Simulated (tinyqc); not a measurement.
Raising U: Hubbard chain of 4 sites, mean field against exact. Computed by the program tinyqc. 

one-body matrix (hopping and site energies) (eV):
```
         1        2        3        4
1   0.0000  -0.6900   0.0000   0.0000
2  -0.6900   0.0000  -0.6900   0.0000
3   0.0000  -0.6900   0.0000  -0.6900
4   0.0000   0.0000  -0.6900   0.0000
```

electrons, up and down: 2  2

Collinear unrestricted mean field (the lowest of 40 random starts) against exact diagonalisation.

Exact and mean-field results (eV):
```
U            U/t    E exact  E mean field  mean |n_up - n_down|  double occupancy, exact  first gap in the sector
0.3400    0.4928  -2.763164     -2.745774                0.0000                   0.2245                   0.7584
0.6900    1.0000  -2.467002     -2.395774                0.0000                   0.1988                   0.6753
1.3800    2.0000  -1.984401     -1.722956                0.3935                   0.1521                   0.5443
2.0700    3.0000  -1.619724     -1.270975                0.6966                   0.1138                   0.4463
2.7600    4.0000  -1.347670     -0.989682                0.8199                   0.0849                   0.3728
4.1400    6.0000  -0.988036     -0.676891                0.9177                   0.0494                   0.2743
5.5200    8.0000  -0.770849     -0.512028                0.9534                   0.0312                   0.2143
8.2800   12.0000  -0.529967     -0.343392                0.9792                   0.0152                   0.1475
13.8000  20.0000  -0.323348     -0.206654                0.9925                   0.0057                   0.0900
```

In absolute terms mean field is worst at U/t = 4.0, 0.358 eV too high: at small U it is nearly exact, and at large U it misses only exchange-scale energies. Its local moments set in at U/t = 2.0 of those listed, a broken symmetry that the exact state of a finite cluster with equal spins does not have. Relative to the exact energy its error is 0.6 % at the smallest U, 36 % at most and 36 % at the largest. The double occupancy falls from 0.224 to 0.006; at the largest U the first gap is 0.65 times the exchange scale 4t^2/U.
